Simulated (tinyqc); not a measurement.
The network against temperature: hopping conduction between localised states. Computed by tinyqc, a small Python program. Command: `OMP_NUM_THREADS=1 python tinyqc.py 3030092 3030093 out.jsonl hop walk`. One thread of a shared host (Intel(R) Xeon(R) Processor @ 2.30GHz), about 0.01 s of CPU time with the checks.

Energies are counted from the Fermi level. A small network shows the mechanism; the laws of an infinite system follow.

Inputs (values chosen for the exercise, for a model amorphous semiconductor): localisation length xi = 5 nm; temperature T = 18 K.

Dimension: 2D.

sites of the small network (nm, nm, meV):
```
       x      y  energy
1      0   1.58   -0.03
2   9.12   10.3   -0.13
3   13.1   9.79    4.59
4  22.29  10.23   -2.88
5  31.69   4.15   -1.67
6   38.5   1.66   -7.48
7     46   1.74   -0.43
```

Constants: k_B = 8.617333262e-05 eV/K.

Method:
- Miller-Abrahams exponent s_ij = 2 r_ij/xi + (|E_i| + |E_j| + |E_i - E_j|)/(2 k_B T); G_ij = G_0 exp(-s_ij).
- Site 1 is held at potential 1 and site 7 at 0; Kirchhoff's law sum_j G_ij (u_i - u_j) = 0 fixes the others; G = sum_j G_1j (1 - u_j).
- Critical exponent s_c: the smallest value such that bonds with s_ij <= s_c connect site 1 with site 7.
- The last column is the length of the critical bond.

Network:
```
T (K)  -ln(G/G_0)     s_c  critical hop (nm)
5.4        11.631  11.457             13.170
8.1         9.841   9.394             13.170
13.0        8.471   7.839             13.170
18.0        7.789   7.125             13.170
27.0        7.097   6.506             13.170
45.0        6.467   5.607              9.201
90.0        5.994   5.064             12.618
270.0       5.698   5.053             12.618
```

What follows from these numbers?

-ln(G/G_0) follows s_c within 1.0. The critical hop is 13.2 nm long at the lowest T and 12.6 nm at the highest: in this small sample the range does not grow on cooling.

Extremes, crossings and ranges named in words are read from the listed rows.
